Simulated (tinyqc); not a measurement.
# Input admittance of a MOSFET at zero drain bias: distributed channel and distributed gate, step by step

Computed by the program tinyqc: `OMP_NUM_THREADS=1 python tinyqc.py 2262189 2262190 out.jsonl`, one thread of a shared Intel Xeon 2.30GHz, about 0.01 s for the whole run. Printed values are rounded.

Source and drain grounded, strong inversion, w = 2 pi f, Cox = eps0 eox/tox. The channel is an RC line of resistance 1/(mu Cox Vo) per square fed from both ends, so one finger has the intrinsic admittance y = i w Cox L tanh(g)/g per width, g = (1/2) sqrt(i w tau), tau = L^2/(mu Vo). The vertical resistance rv/L is in series with y, the overlaps 2 i w Cov in parallel: y_t = 1/(1/y + rv/L) + 2 i w Cov. The gate strip is a line of Rsh/L per length loaded by y_t, so a finger has Y = y_t Wf tanh(k)/k, k = (Wf/sd) sqrt(y_t Rsh/L); the device has Nf Y.

Values chosen for this exercise; values of the order met in silicon radio-frequency transistors: relative permittivity of the gate insulator (close to silicon nitride) eox = 7.3; insulator thickness tox = 10 nm; channel length L = 0.3 um; finger width Wf = 6.3 um; number of fingers Nf = 1; channel mobility mu = 400 cm^2/(V s); gate overdrive Vo = 0.69 V; sheet resistance of the gate Rsh = 6.4 ohm/square; vertical resistivity of the gate stack rv = 0 ohm um^2; number of ends at which a finger is contacted sd = 2; overlap and fringe capacitance on each side Cov = 0.2 fF/um; frequency f = 78 GHz.

Constants: eps0 = 8.8541878128e-14 F/cm where lengths are in cm. Results are converted to the units shown.

## Low-frequency resistances and capacitance

Low-frequency limits, with c = Cox L and ct = c + 2 Cov: R_strip = Rsh Wf/(3 sd^2 L Nf), R_ch = (c/ct)^2 L/(12 mu Cox Vo Wf Nf), R_vert = (c/ct)^2 rv/(L Wf Nf), C = ct Wf Nf.

parts (ohm): strip 11.2, channel 15.2869, vertical 0
sum = 26.4869 ohm
C = 14.7361 fF
1/(2 pi R C) = 407.761 GHz

The channel term is the largest, 57.7 % of the sum.

## Admittance of the channel and stack per width

tau, g, c = Cox L, y and y_t as defined.

tau = 3.26087 ps
g = 0.446950+0.446950i
c = 1.93907 fF/um
y = 123.372+930.605i uS/um
y_t = 123.37+1126.64i uS/um

w tau = 1.60, and Im y is 0.979 of w c.

## Input impedance of the device

k and Y as defined; Z = 1/(Nf Y) = R + 1/(i w C); Q = |Im Z|/R; signal at the point farthest from a contact |1/cosh k|.

k = 0.364711+0.326954i
Nf Y = 1.31260+6.92503i mS
R = 26.4216 ohm
C = 14.6378 fF
Q = 5.27583
signal at the far point = 0.982532

R is 0.25 % below its low-frequency limit and C is 0.67 % below its own.
